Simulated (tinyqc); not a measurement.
# Microkinetic model of a Langmuir-Hinshelwood surface reaction A + (1/2) B2 = AB with Bronsted-Evans-Polanyi barriers, step by step

A worked calculation. Computed by tinyqc, a small Python program that keeps every step. Command: `OMP_NUM_THREADS=1 python tinyqc.py 3027277 3027278 out.jsonl microkin walk`. One thread of a shared host (Intel(R) Xeon(R) Processor @ 2.30GHz), about 0.01 s of CPU time with the checks. Intermediate numbers are printed to about 5 digits and carried at full precision; extremes and crossings named in words are read from the listed rows.

A adsorbs in equilibrium; B2 dissociates irreversibly on two free sites; adsorbed A and B react irreversibly and AB leaves at once. theta_A + theta_B + theta_* = 1.

Inputs (values chosen for the exercise, for a model catalyst):

| quantity | value | unit |
|---|---|---|
| adsorption energy of A, E_A | -0.73 | eV |
| adsorption energy per B atom, E_B | -0.568 | eV |
| entropy loss of A, S_A | 1.3 | meV/K |
| entropy loss of B2, S_B | 1.5 | meV/K |
| slope a1 of the dissociation barrier | 0.79 | - |
| intercept b1 | 1.5 | eV |
| slope a2 of the reaction barrier | 0.42 | - |
| intercept b2 | 0.36 | eV |
| pressure p_A | 0.0014 | bar |
| pressure p_B | 0.97 | bar |
| temperature T | 725 | K |

Solver: Newton.

Constants: k_B = 8.617333262e-05 eV/K; hbar = 6.582119569e-16 eV s.

## Constants

K_A = exp(-(E_A + T S_A)/(k_B T)) per bar; barriers E1 = max(b1 + a1 2 E_B, 0), E2 = b2 - a2 (E_A + E_B); k1 = (k_B T/h) exp(-S_B/k_B) exp(-E1/(k_B T)) per bar, k2 = (k_B T/h) exp(-E2/(k_B T)), h = 2 pi hbar.

barrier E1 = 0.60256 eV

barrier E2 = 0.90516 eV

K_A = 0.033329 1/bar

k1 = 26.968 1/(bar s)

k2 = 7.7094e+06 1/s

## Steady state in closed form

theta_A = K_A p_A theta_*; 2 k1 p_B theta_*^2 = k2 theta_A theta_B, so theta_B = w theta_* with w = 2 k1 p_B/(k2 K_A p_A); theta_* = 1/(1 + K_A p_A + w); rate r = k2 theta_A theta_B.

w = 0.14544

theta_* = 0.87299

theta_A = 4.0734e-05

theta_B = 0.12697

rate r = 39.873 1/s per site

No single species fills the surface.

## Iterative solution

Unknown y = theta_B, theta_* = (1 - y)/(1 + K_A p_A). Newton steps on G(y) = 2 k1 p_B theta_* - k2 K_A p_A y, the balance divided by theta_*, would end in one step; the program uses the undivided F(y) = theta_* G(y): y(new) = y - F/F', start y = 0. Stop when the change is below 1e-10, after 80 steps at most.

Course of the iteration:

| step | y in | y new | change |
|---|---|---|---|
| 1 | 0.00000 | 0.11266 | 1.1266e-01 |
| 2 | 0.11266 | 0.12674 | 1.4078e-02 |
| 3 | 0.12674 | 0.12697 | 2.2688e-04 |
| 4 | 0.12697 | 0.12697 | 5.8961e-08 |
| 5 | 0.12697 | 0.12697 | 3.9690e-15 |

theta_B at the end = 0.12697

last change = 3.9690e-15

Converged in 5 steps to the closed form.

## Orders and rate control

From r = 2 k1 p_B theta_*^2: order in p_B and degree of control of step 1 = 1 - 2 theta_B; control of step 2 = 2 theta_B; order in p_A = 2 (theta_B - theta_A). Apparent energy = (E1 + k_B T)(1 - 2 theta_B) + (E2 + k_B T) 2 theta_B + E_A x order in p_A.

order in p_B, X1 = 0.74607

X2 = 0.25393

order in p_A = 0.25385

apparent activation energy = 0.55656 eV

## Rate against the binding of B

The formulas are those given above.

Changing E_B at fixed E_A:

| E_B (eV) | E1 (eV) | E2 (eV) | theta_* | theta_A | theta_B | log10 r |
|---|---|---|---|---|---|---|
| -2.40 | 0 | 1.6746 | 1.9951e-09 | 9.3094e-14 | 1.0000e+00 | -11.493 |
| -2.10 | 0 | 1.5486 | 1.4992e-08 | 6.9952e-13 | 1.0000e+00 | -9.741 |
| -1.80 | 0 | 1.4226 | 1.1265e-07 | 5.2563e-12 | 1.0000e+00 | -7.989 |
| -1.50 | 0 | 1.2966 | 8.4646e-07 | 3.9497e-11 | 1.0000e+00 | -6.237 |
| -1.25 | 0 | 1.1916 | 4.5447e-06 | 2.1206e-10 | 1.0000e+00 | -4.778 |
| -1.00 | 0 | 1.0866 | 2.4400e-05 | 1.1385e-09 | 9.9998e-01 | -3.318 |
| -0.75 | 0.315 | 0.9816 | 1.9874e-02 | 9.2733e-07 | 9.8013e-01 | 0.314 |
| -0.50 | 0.710 | 0.8766 | 9.8373e-01 | 4.5902e-05 | 1.6224e-02 | 0.958 |
| -0.25 | 1.105 | 0.7716 | 9.9995e-01 | 4.6658e-05 | 5.5151e-06 | -1.774 |
| 0.00 | 1.500 | 0.6666 | 9.9995e-01 | 4.6659e-05 | 1.8444e-09 | -4.520 |

The rate is highest at E_B = -0.5 eV among these rows, where theta_B = 0.016. On the weak-binding side log10 r falls by 11.0 per eV, from the dissociation barrier (2 a1/(k_B T ln 10) = 11.0). On the strong-binding side B fills the surface and the rate falls again: the Sabatier volcano. Caution: in some rows B is close to or above its equilibrium coverage with B2 gas; desorption of B2, left out here, would change these rates and can move the peak.

Checks made by the program: iteration against the closed form (relative difference below 1e-10); apparent energy against a finite difference (on the scale of E2) (relative difference 1e-10).
